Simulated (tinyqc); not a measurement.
# Undoped symmetric double-gate MOSFET, analytic potential model: effect of the body thickness

An undoped body of thickness ts between two equal insulators and tied gates; long channel, electrons only, n = ni exp((psi - V)/Vt) with V the quasi-Fermi potential (0 at the source, Vd at the drain), constant mobility, no quantisation. Across the body psi(x) = V - 2 Vt ln[(ts/(2 beta)) sqrt(q ni/(2 eps0 eps_r Vt)) cos(2 beta x/ts)], x from the centre. Q is the electron charge per area of the whole body.

ni = sqrt(Nc Nv) exp(-Eg/(2 Vt)), Eg in volts; r = eps_r tox/(eox ts); V0 = dphi + 2 Vt ln[(2/ts) sqrt(2 eps0 eps_r Vt/(q ni))]. beta (between 0 and pi/2) solves (Vg - V0 - V)/(2 Vt) = ln(beta) - ln(cos beta) + 2 r beta tan(beta). Q = 8 eps0 eps_r Vt beta tan(beta)/ts; I = mu (1/L)(4 eps0 eps_r/ts)(2 Vt)^2 [g(beta_s) - g(beta_d)] per width, g = beta tan(beta) - beta^2/2 + r beta^2 tan^2(beta), with beta_s at V = 0 and beta_d at V = Vd.  I(low) is taken at Vg = 0.25 V, Qs and I(high) at Vg = 1 V.

Inputs (values chosen for the exercise); material values close to those of silicon: temperature T = 273 K; band gap Eg = 1.14 eV; relative permittivity of the semiconductor eps_r = 11.7; conduction-band density of states at T Nc = 2.44e19 cm^-3; valence-band density of states at T Nv = 2.26e19 cm^-3; relative permittivity of the gate insulator eox = 25.5; insulator thickness tox = 9 nm; gate work function less that of the intrinsic body dphi = 0.03 V; channel mobility mu = 140 cm^2/(V s); gate length L = 0.1 um; drain voltage Vd = 0.05 V.

Constants: q = 1.602176634e-19 C, kB = 1.380649e-23 J/K, Vt = kB T/q, eps0 = 8.8541878128e-14 F/cm where lengths are in cm. Results are converted to the units shown.

Effect of the body thickness:

| ts (nm) | V0 (V) | I(low) (nA/um) | Qs(high) (nC/cm^2) | I(high) (uA/um) |
|---|---|---|---|---|
| 6.7 | 0.5492 | 0.02528 | 1823 | 119.8 |
| 9.3 | 0.5338 | 0.03509 | 1825 | 120.0 |
| 13 | 0.5180 | 0.04904 | 1826 | 120.1 |
| 18 | 0.5027 | 0.06791 | 1827 | 120.2 |
| 26 | 0.4854 | 0.09809 | 1828 | 120.2 |
| 36 | 0.4701 | 0.1358 | 1828 | 120.2 |
| 50 | 0.4546 | 0.1886 | 1828 | 120.2 |

Read the table: what changes, and by how much?

As ts goes from 6.7 to 50 nm, I(low) rises from 0.0253 to 0.189 nA/um and I(high) stays near 120 uA/um. On average I(low) goes as ts^(1.00) and I(high) goes as ts^(0.00). Below threshold the charge is proportional to the cross-section of the body; above it the insulator sets the charge. In every row the surface density at the source at the higher gate voltage passes 0.3 Nc, where Boltzmann statistics fail. For ts = 26 to 50 nm L is under three scale lengths of this cross-section, so short-channel effects, left out here, would raise the subthreshold current. At ts = 6.7 nm the body is thin enough for quantum confinement, left out here, to raise the threshold.

tinyqc, about 0.03 s, one thread, Intel Xeon 2.30GHz (shared host): `OMP_NUM_THREADS=1 python tinyqc.py 2440109 2440110 out.jsonl`
